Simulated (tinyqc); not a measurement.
Worked calculation: k.p values derived from sp3s* tight binding at Gamma. Values are carried at full precision from step to step, so a last printed digit may differ when a step is redone from the rounded ones.

At Gamma the states are two-level mixtures: s-like S+ (upper) and S- (lower) from [[Esa, Vss], [Vss, Esc]], p-like P- (valence) and P+ from [[Epa, Vxx], [Vxx, Epc]], and the bare s* levels. With real k in 1/angstrom and kz = 0, the phase sums over the four bonds are g0 = 1 - (a k/4)^2/2, g1 = i a kx/4, g3 = -(a/4)^2 kx ky to second order. Each mixture is written (anion, cation) with the anion part positive. c = hbar^2/2m0. No spin-orbit coupling.

Constants: hbar^2/2m0 = 3.80998211 eV angstrom^2.

Inputs chosen for the exercise (near a published set for AlAs, fitted to gaps, whose masses and valley positions are rough; the results hold for these values, not for the real material): Esa = -7.527 eV (s level of the anion); Esc = -1.157 eV (s level of the cation); Epa = 0.983 eV (p level of the anion); Epc = 3.599 eV (p level of the cation); Vss = -6.659 eV (s-s); Vxx = 1.876 eV (px-px); a = 5.658 angstrom (lattice constant); Vsapc = 5.132 eV (s anion, p cation); Vscpa = 5.489 eV (s cation, p anion); Vxapc = 4.506 eV (s* anion, p cation); Vpaxc = 4.977 eV (p anion, s* cation); Exa = 7.505 eV (s* level of the anion); Exc = 6.739 eV (s* level of the cation); Vxy = 4.299 eV (px-py).

## States at Gamma

Solve the two blocks.

States:
```
state    E (eV)  anion part  cation part
S-     -11.7235     0.84602      0.53316
P-       0.0040     0.88655     -0.46264
S+       3.0395     0.53316     -0.84602
P+       4.5780     0.46264      0.88655
```

## Linear terms and the Kane energy

<s state|dH/dkx|x state> = i P with P = (a/4)(sa pc Vsapc + sc pa Vscpa), sa, sc and pa, pc being the parts of the two states; for s* on the anion P = (a/4) pc Vxapc, on the cation (a/4) pa Vpaxc. Ep = P^2/c for S+ to P-.

Couplings:
```
pair       P (eV angstrom)  E(first) - E(second) (eV)
S+ to P-           -7.6139                     3.0355
S+ to P+            0.3923                    -1.5385
S- to P-            0.8287                   -11.7275
s*a to P-          -2.9487                     7.5010
s*c to P-           6.2413                     6.7350
```

Ep = 15.216 eV

The two terms of S+ to P- have the same sign and add: S+ and P- both change sign from anion to cation. An on-site momentum element between s and p, which real atoms have, is absent from this model.

## Electron mass

m0/m = [<S+|d2H/dkx^2|S+>/2 + sum P^2/(E(S+) - E(P))]/c over P- and P+, with the direct term -(a/4)^2 sa sc Vss.

parts of m0/m: direct -1.577, from P- 5.013, from P+ -0.026

mass = 0.2933 m0

The valence band supplies 147 % of m0/m; the direct term, which stands in for the free-electron 1, is -1.58. S+ is not the lowest valley of AlAs; this is the mass of the Gamma level.

## Valence parameters L, M, N and the Luttinger values

Direct terms d0 = -(a/4)^2 pa pc Vxx, dN = -2 (a/4)^2 pa pc Vxy for P-. F = sum P^2/(E(P-) - E(s)) over S+, S-, s*a, s*c. The y state of P- couples to the z state of P+ through Q = (a/4) Vxy (pa p'c - pc p'a), primes for P+, and H1 = Q^2/(E(P-) - E(P+)). L = d0 + F, M = d0 + H1, N = dN + F + H1; g1 = -(L + 2M)/(3c), g2 = -(L - M)/(6c), g3 = -N/(6c).

d0, dN, F, Q, H1 (eV angstrom^2; Q in eV angstrom): 1.5395  7.0558  -25.9827  6.0809  -8.0844

L, M, N (eV angstrom^2): -24.443  -6.545  -27.011

g1, g2, g3: 3.284  0.783  1.182

Along [100] the masses without spin-orbit coupling are c/|L| = 0.156 (one band) and c/|M| = 0.582 (two bands).

## Checks

- Electron mass against a finite difference of the full bands: both 0.2933.
- L and M against finite differences along [100]: largest relative difference 6.4e-06.
- Lowest curvature along [111], (L + 2M + 2N)/3, against a finite difference: -30.519 against -30.518.

tinyqc: `OMP_NUM_THREADS=1 python tinyqc.py 1451622 1451623 out.jsonl`; about 0.01 s, one thread, shared Intel(R) Xeon(R) Processor @ 2.30GHz.
